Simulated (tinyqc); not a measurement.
Changing the speed of oxidation: dopant redistribution at a moving silicon-oxide interface during parabolic oxidation. Computed by tinyqc, a small Python program. Command: `OMP_NUM_THREADS=1 python tinyqc.py 3028564 3028565 out.jsonl segox sweep`. One thread of a shared host (Intel(R) Xeon(R) Processor @ 2.30GHz), about 0.01 s of CPU time with the checks.

Uniformly doped silicon is oxidised with x_ox = sqrt(B t); the interface advances into the silicon by alpha x_ox, alpha = 0.44. The dopant does not move in the oxide, and at the interface C(silicon) = m C(oxide).

Inputs (values chosen for the exercise, modelled on boron in silicon under steam):
```
quantity,value,unit
dopant prefactor D0,1.18,cm^2/s
dopant activation energy E,3.49,eV
oxidation activation energy E_B,0.788,eV
segregation coefficient m = C(silicon)/C(oxide),0.12,-
bulk doping C_B,1.5e+16,1/cm^3
temperature T,1175,C
time t,0.49,h
```

Constants: k_B = 8.617333262e-05 eV/K.

Method:
- D = D0 exp(-E/(k_B T)), converted with 1 cm^2/s = 3.6e11 um^2/h; B = B0 exp(-E_B/(k_B T)); s = alpha sqrt(B/(4 D)), the interface advance over 2 sqrt(D t).
- Temperatures in kelvin are T(C) + 273.15.
- With the dopant diffusivity D and s = alpha x_ox/(2 sqrt(D t)), in the silicon C = C_B + (C_s - C_B) erfc(y/(2 sqrt(D t)))/erfc(s), y from the original surface. Dopant balance at the interface gives C_s/C_B = 1/[1 + (1/(m alpha) - 1) g], g = sqrt(pi) s exp(s^2) erfc(s).
- Consumed silicon held alpha x_ox C_B; the oxide holds x_ox times the dopant concentration in the oxide; the difference is the excess in the silicon; 1 um = 1e-4 cm.

One run for each value:
```
oxidation prefactor B0 (um^2/h),ratio C_s/C_B,s,excess in the silicon (1/cm^2)
12,0.36329,0.0588,-4.0037e+11
27,0.28193,0.0882,-4.4319e+11
64,0.21142,0.1359,-4.7235e+11
150,0.15852,0.2080,-4.8199e+11
350,0.12048,0.3177,-4.7136e+11
820,0.09407,0.4863,-4.3994e+11
1900,0.07682,0.7403,-3.8977e+11
4500,0.06574,1.1392,-3.2307e+11
11000,0.05913,1.7812,-2.4720e+11
```

Over the rows, ratio C_s/C_B falls from 0.363 to 0.0591 (exponent d ln y / d ln x -0.31 between the first rows and -0.12 between the last); s rises from 0.0588 to 1.78 (exponent d ln y / d ln x about 0.50 throughout); excess in the silicon (1/cm^2) goes from -4.00e11 through a minimum among these rows, -4.82e11 at 150, to -2.47e11. The exponent of s stays at 0.50: s scales as sqrt(B/D). The last row stands at 112 % of the limit m alpha = 0.053.

Caution (rows 12.0, 27.0, 64.0): in this case the oxide is not much thicker than a typical Deal-Grove length A, so real growth is slower than parabolic. Caution (all rows): parabolic growth needs an oxide much thicker than the Deal-Grove length A, which fails for thin films and low temperatures; oxidation-enhanced or retarded diffusion is ignored.

Extremes, crossings and ranges named in words are read from the listed rows.
